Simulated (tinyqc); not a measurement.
Inside a calculation. Model: interface traps from C-V curves, high-low and Terman methods.

tinyqc, about 0.01 s, one thread, Intel Xeon 2.30GHz (shared host): `OMP_NUM_THREADS=1 python tinyqc.py 2030105 2030106 out.jsonl` Printed values are rounded.

MOS capacitor on an n-type substrate; psi is the band bending, negative in depletion; only majority carriers are counted. At the bending psi the Fermi level lies y = xi - psi below the conduction edge at the surface, xi = Vt ln(Nc/Nd). Dit(y) = D0 + D1 exp(-y/E1); traps fill up to the Fermi level, follow the bias and a slow signal, and do not follow a fast one. V is the gate voltage from flat band.

Values chosen for this exercise; band and dielectric values close to those of gallium nitride: temperature T = 300 K; relative permittivity eps_r = 9.51; conduction-band density of states at T Nc = 2.33e18 cm^-3; donor density Nd = 4.1e16 cm^-3; equivalent oxide thickness EOT = 2.9 nm; trap density far from the band edge D0 = 5.4e10 cm^-2 eV^-1; band-tail density at the conduction edge D1 = 6.2e11 cm^-2 eV^-1; decay energy of the tail E1 = 0.09 eV; points n = 7; deepest band bending pa = -0.9 V; shallowest band bending pb = -0.039 V.

Constants: q = 1.602176634e-19 C, kB = 1.380649e-23 J/K, Vt = kB T/q, eps0 = 8.8541878128e-14 F/cm where lengths are in cm. Results are converted to the units shown.

Range of the model: Traps more than about 25 kB T below the conduction edge emit electrons too slowly to follow an ordinary sweep, so the deepest points are idealised.

## The curves

Cox = 3.9 eps0/EOT, LD = sqrt(eps0 eps_r Vt/(q Nd)), u = psi/Vt, Cd = (eps0 eps_r/(sqrt(2) LD)) |exp(u) - 1|/sqrt(exp(u) - u - 1). Ideal V0 = psi - sqrt(2) (eps0 eps_r Vt/LD) sqrt(exp(u) - u - 1)/Cox for psi < 0; the traps add dV = (q/Cox) times the integral of Dit from 0 to psi = (q/Cox) [D0 psi + D1 E1 exp(-xi/E1) (exp(psi/E1) - 1)]. 1/C_HF = 1/Cox + 1/Cd, 1/C_LF = 1/Cox + 1/(Cd + q Dit). Take n equally spaced psi from pa to pb.

psi, point 0 to 6 (V): [-0.900000, -0.756500, -0.613000, -0.469500, -0.326000, -0.182500, -0.039000]
y, point 0 to 6 (eV): [1.00444, 0.86094, 0.71744, 0.57394, 0.43044, 0.28694, 0.14344]
Dit, point 0 to 6 (cm^-2 eV^-1): [5.40088e10, 5.40434e10, 5.42140e10, 5.50540e10, 5.91915e10, 7.95710e10, 1.79952e11]
V0, point 0 to 6 (V): [-0.982586, -0.832003, -0.680684, -0.528334, -0.374393, -0.217463, -0.051133]
V, point 0 to 6 (V): [-0.991477, -0.839852, -0.687488, -0.534085, -0.379051, -0.220832, -0.052244]
C_HF, point 0 to 6 (nF/cm^2): [53.7105, 58.5011, 64.8912, 74.0449, 88.8294, 119.434, 238.456]
C_LF, point 0 to 6 (nF/cm^2): [61.5462, 66.2761, 72.6031, 81.7491, 96.8913, 129.655, 256.546]
Cox = 1190.74 nF/cm^2

At the deepest bending the traps stretch the gate voltage from -0.983 to -0.991 V.

## High-low extraction

q Dit = (1/C_LF - 1/Cox)^(-1) - (1/C_HF - 1/Cox)^(-1) at each point.

Dit by high-low, point 0 to 6 (cm^-2 eV^-1): [5.40088e10, 5.40434e10, 5.42140e10, 5.50540e10, 5.91915e10, 7.95710e10, 1.79952e11]

With a true high-frequency curve this returns Dit exactly.

## Terman extraction

psi at each point follows from C_HF and the ideal curve. Dit = (Cox/q) d(V - V0)/dpsi by central differences over the two neighbours.

Dit by Terman, point 1 to 5 (cm^-2 eV^-1): [5.40643e10, 5.43169e10, 5.55609e10, 6.16883e10, 9.18693e10]

The differences overstate the curved tail; the largest error is 15 %, at point 5.
